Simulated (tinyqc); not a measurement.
Input admittance of a MOSFET at zero drain bias: distributed channel and distributed gate: effect of the gate overdrive.

Source and drain grounded, strong inversion, w = 2 pi f, Cox = eps0 eox/tox. The channel is an RC line of resistance 1/(mu Cox Vo) per square fed from both ends, so one finger has the intrinsic admittance y = i w Cox L tanh(g)/g per width, g = (1/2) sqrt(i w tau), tau = L^2/(mu Vo). The vertical resistance rv/L is in series with y, the overlaps 2 i w Cov in parallel: y_t = 1/(1/y + rv/L) + 2 i w Cov. The gate strip is a line of Rsh/L per length loaded by y_t, so a finger has Y = y_t Wf tanh(k)/k, k = (Wf/sd) sqrt(y_t Rsh/L); the device has Nf Y.

Low-frequency limits, with c = Cox L and ct = c + 2 Cov: R_strip = Rsh Wf/(3 sd^2 L Nf), R_ch = (c/ct)^2 L/(12 mu Cox Vo Wf Nf), R_vert = (c/ct)^2 rv/(L Wf Nf), C = ct Wf Nf. Z = 1/(Nf Y) = R + 1/(i w C), Q = |Im Z|/R, far-point signal |1/cosh k|.

Inputs (values chosen for the exercise); values of the order met in silicon radio-frequency transistors:
- eox = 3.9 (relative permittivity of the gate insulator (close to silicon dioxide))
- tox = 2.6 nm (insulator thickness)
- L = 0.27 um (channel length)
- Wf = 2.3 um (finger width)
- Nf = 1 (number of fingers)
- mu = 350 cm^2/(V s) (channel mobility)
- Rsh = 34 ohm/square (sheet resistance of the gate)
- rv = 0 ohm um^2 (vertical resistivity of the gate stack)
- sd = 2 (number of ends at which a finger is contacted)
- Cov = 0.34 fF/um (overlap and fringe capacitance on each side)
- f = 99 GHz (frequency)

Constants: eps0 = 8.8541878128e-14 F/cm where lengths are in cm. Results are converted to the units shown.

Results:
```
Vo (V)  w tau     |k|  R (ohm)  low-frequency R (ohm)  C (fF)      Q  signal at the far point
0.2     6.478  0.6151    95.23                  98.49   9.024  1.871                   0.9249
0.35    3.702  0.6458    65.86                  66.62   9.506  2.568                   0.9399
0.5     2.591  0.6551    53.53                  53.88   9.638  3.116                   0.9503
0.65    1.993  0.6589    46.80                  47.01   9.691  3.545                   0.9571
0.8     1.620  0.6609    42.57                  42.72   9.717  3.886                   0.9616
1.1     1.178  0.6627    37.55                  37.65   9.742  4.395                   0.9674
1.25    1.036  0.6632    35.94                  36.03   9.748  4.589                   0.9693
```

Estimate the missing row, Vo = 0.95 V.

Computed row:
```
Vo (V)  w tau     |k|  R (ohm)  low-frequency R (ohm)  C (fF)      Q  signal at the far point
0.95    1.364  0.6620    39.66                  39.79   9.732  4.164                   0.9649
```

With this row back in the table: As Vo goes from 0.2 to 1.25, R falls from 95.2 to 35.9 ohm, C rises from 9.02 to 9.75 fF and Q rises from 1.87 to 4.59. Only the channel term depends on Vo.

Computed by the program tinyqc: `OMP_NUM_THREADS=1 python tinyqc.py 2262190 2262191 out.jsonl`, one thread of a shared Intel Xeon 2.30GHz, about 0.01 s for the whole run.
